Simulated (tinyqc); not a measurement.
Gain for each load and current direction: deformation-potential model of the L valleys of a conduction band.

Valleys with axes along [111], [1-1-1], [-11-1] and [-1-11], one whole valley each. Herring-Vogt shift of a valley with unit axis a: dE = Xd tr(e) + Xu a.e.a. Non-degenerate shares n_i = exp(-dE_i/kT)/sum_j exp(-dE_j/kT). Inverse mass tensor of a valley: (1 - a a)/mt + a a/ml; the masses are taken as independent of strain.

s11 = (C11 + C12)/((C11 - C12)(C11 + 2 C12)), s12 = -C12/((C11 - C12)(C11 + 2 C12)), s44 = 1/C44; exx = s11 sxx + s12 (syy + szz) and cyclic, exy = s44 sxy/2; tension is positive. A uniaxial stress X along the unit vector n is s_ij = X n_i n_j.

Constants: kB = 8.617333262e-05 eV/K.

Values chosen for the exercise (near those of Ge; shifted at random, so the results belong to these values and not to a real crystal):
```
symbol  value  unit  meaning
ml      1.585  m0    longitudinal mass
mt      0.084  m0    transverse mass
Xd      -6.78  eV    dilation potential
Xu      16.66  eV    uniaxial potential
C11     121.2  GPa
C12     46.7   GPa
C44     65.7   GPa
X1      1.5    GPa   size of the stress
T       350    K     temperature
```

Each load has the size X1. Gain m_c(0)/m_c - 1 in per cent from repopulation alone, m_c = 1/(u.M.u), M = sum_i n_i (inverse mass tensor); biaxial means sxx = syy.

Gain (%); + is tension, - compression:
```
load                [100]  [010]  [001]  [110]  [1-10]  [111]
uniaxial [110] (+)    0.0    0.0    0.0   44.8   -44.8   29.8
uniaxial [110] (-)    0.0    0.0    0.0  -44.8    44.8  -29.8
uniaxial [100] (+)    0.0    0.0    0.0    0.0     0.0    0.0
uniaxial [100] (-)    0.0    0.0    0.0    0.0     0.0    0.0
uniaxial [111] (+)    0.0    0.0    0.0   15.3   -15.3   30.6
uniaxial [111] (-)    0.0    0.0    0.0  -45.5    45.5  -90.9
biaxial (001) (+)     0.0    0.0    0.0    0.0     0.0    0.0
biaxial (001) (-)     0.0    0.0    0.0    0.0     0.0    0.0
```

How do the results move, and what explains it?

The largest gain is +45.5 %, for uniaxial [111] (-) with the current along [1-10]; for a [110] channel it is +44.8 %, under uniaxial [110] (+). No gain or loss appears under biaxial (001) and uniaxial [100]: the valleys stay equivalent.

Run: tinyqc, `OMP_NUM_THREADS=1 python tinyqc.py 1051384 1051385 out.jsonl`; Intel(R) Xeon(R) Processor @ 2.30GHz, one thread, shared host; about 0.01 s of CPU time with all checks.
